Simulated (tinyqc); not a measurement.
Rate against the binding of B: microkinetic model of a Langmuir-Hinshelwood surface reaction A + (1/2) B2 = AB with Bronsted-Evans-Polanyi barriers. Computed by tinyqc, a small Python program. Command: `OMP_NUM_THREADS=1 python tinyqc.py 3005595 3005596 out.jsonl microkin walk`. One thread of a shared host (Intel(R) Xeon(R) Processor @ 2.30GHz), about 0.01 s of CPU time with the checks.

A adsorbs in equilibrium; B2 dissociates irreversibly on two free sites; adsorbed A and B react irreversibly and AB leaves at once. theta_A + theta_B + theta_* = 1.

Inputs (values chosen for the exercise, for a model catalyst):

| quantity | value | unit |
|---|---|---|
| adsorption energy of A, E_A | -1.27 | eV |
| entropy loss of A, S_A | 1.4 | meV/K |
| entropy loss of B2, S_B | 1.4 | meV/K |
| slope a1 of the dissociation barrier | 0.75 | - |
| intercept b1 | 1.6 | eV |
| slope a2 of the reaction barrier | 0.37 | - |
| intercept b2 | 0.25 | eV |
| pressure p_A | 0.0078 | bar |
| pressure p_B | 0.011 | bar |
| temperature T | 550 | K |

Constants: k_B = 8.617333262e-05 eV/K; hbar = 6.582119569e-16 eV s.

Method. K_A = exp(-(E_A + T S_A)/(k_B T)) per bar; barriers E1 = max(b1 + a1 2 E_B, 0), E2 = b2 - a2 (E_A + E_B); k1 = (k_B T/h) exp(-S_B/k_B) exp(-E1/(k_B T)) per bar, k2 = (k_B T/h) exp(-E2/(k_B T)), h = 2 pi hbar. theta_A = K_A p_A theta_*; 2 k1 p_B theta_*^2 = k2 theta_A theta_B, so theta_B = w theta_* with w = 2 k1 p_B/(k2 K_A p_A); theta_* = 1/(1 + K_A p_A + w); rate r = k2 theta_A theta_B.

Changing E_B at fixed E_A:

| E_B (eV) | E1 (eV) | E2 (eV) | theta_* | theta_A | theta_B | log10 r |
|---|---|---|---|---|---|---|
| -2.40 | 0 | 1.6079 | 0.0002618 | 0.07794 | 9.2180e-01 | -2.818 |
| -2.10 | 0 | 1.4969 | 0.0015697 | 0.46721 | 5.3122e-01 | -1.262 |
| -1.80 | 0 | 1.3859 | 0.0030194 | 0.89874 | 9.8236e-02 | -0.694 |
| -1.50 | 0 | 1.2749 | 0.0033137 | 0.98632 | 1.0364e-02 | -0.613 |
| -1.25 | 0 | 1.1824 | 0.0033434 | 0.99517 | 1.4853e-03 | -0.606 |
| -1.00 | 0.100 | 1.0899 | 0.0033483 | 0.99663 | 2.5617e-05 | -1.521 |
| -0.75 | 0.475 | 0.9974 | 0.0033484 | 0.99665 | 1.3327e-09 | -4.957 |
| -0.50 | 0.850 | 0.9049 | 0.0033484 | 0.99665 | 6.9329e-14 | -8.393 |
| -0.25 | 1.225 | 0.8124 | 0.0033484 | 0.99665 | 3.6067e-18 | -11.829 |
| 0.00 | 1.600 | 0.7199 | 0.0033484 | 0.99665 | 1.8763e-22 | -15.266 |

What does the comparison show, and why?

The two highest rows differ by no more than 0.01 in log10 r. On the weak-binding side log10 r falls by 13.7 per eV, from the dissociation barrier (2 a1/(k_B T ln 10) = 13.7). On the strong-binding side B fills the surface and the rate falls again: the Sabatier volcano.

Extremes, crossings and ranges named in words are read from the listed rows.
